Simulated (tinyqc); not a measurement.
Pairing against temperature: dopants and charged point defects at anneal temperature: Fermi-level effect, clustering and pairing. Computed by tinyqc, a small Python program. Command: `OMP_NUM_THREADS=1 python tinyqc.py 3007656 3007657 out.jsonl pairing walk`. One thread of a shared host (Intel(R) Xeon(R) Processor @ 2.30GHz), about 0.01 s of CPU time with the checks.

Boltzmann statistics and full ionisation of active dopants. Energies are counted from the valence band; the defect (a vacancy or self-interstitial) has five charge states, with all degeneracy factors one.

Inputs (values chosen for the exercise, for a model semiconductor):

| quantity | value | unit |
|---|---|---|
| site density N_s | 2.4e+22 | cm^-3 |
| pair binding energy E_b | 1 | eV |
| pair configurations Z | 4 | - |
| impurity diffusion prefactor D_0 | 0.0024 | cm^2/s |
| impurity migration energy E_m | 0.49 | eV |
| dielectric constant eps | 13.6 | - |
| active dopant density in the stored part N_2 | 5.3e+16 | cm^-3 |

Dopant: donor. Second part: pairing with a mobile impurity.

Constants: k_B = 8.617333262e-05 eV/K; e^2/(4 pi eps_0) = 14.39964548 eV angstrom.

Method. An oppositely charged mobile impurity (density M) pairs with the dopant: pairs/free = Z (N_2/N_s) exp(E_b/k_B T_2) for M << N_2; capture radius R = e^2/(4 pi eps eps_0 k_B T_2); D_m = D_0 exp(-E_m/k_B T_2); association rate 4 pi R D_m N_2; dissociation rate = association rate/(pairs/free); tau = 1/(sum of both).

Equilibrium and kinetics:

| T (K) | paired share | time constant (s) | D_m (cm^2/s) | effective D (cm^2/s) |
|---|---|---|---|---|
| 270 | 1.0000 | 1.9253e+00 | 1.7137e-12 | 4.1877e-26 |
| 300 | 1.0000 | 2.6039e-01 | 1.4079e-11 | 2.5304e-23 |
| 340 | 1.0000 | 3.1736e-02 | 1.3092e-10 | 2.2284e-20 |
| 380 | 1.0000 | 6.0997e-03 | 7.6129e-10 | 4.7082e-18 |
| 430 | 1.0000 | 1.2115e-03 | 4.3372e-09 | 9.3469e-16 |
| 480 | 1.0000 | 3.4110e-04 | 1.7196e-08 | 6.1627e-14 |
| 550 | 0.9999 | 8.6532e-05 | 7.7665e-08 | 6.0372e-12 |
| 650 | 0.9980 | 2.0803e-05 | 3.8106e-07 | 7.5945e-10 |

Half the impurity is paired at T = E_b/(k_B ln(N_s/(Z N_2))) = 997 K. The time constant at 300 K is 0.26 s. Below 997 K pairs win, and the effective diffusivity has the activation energy E_m + E_b = 1.49 eV; above it the impurity is free and moves with E_m = 0.49 eV.
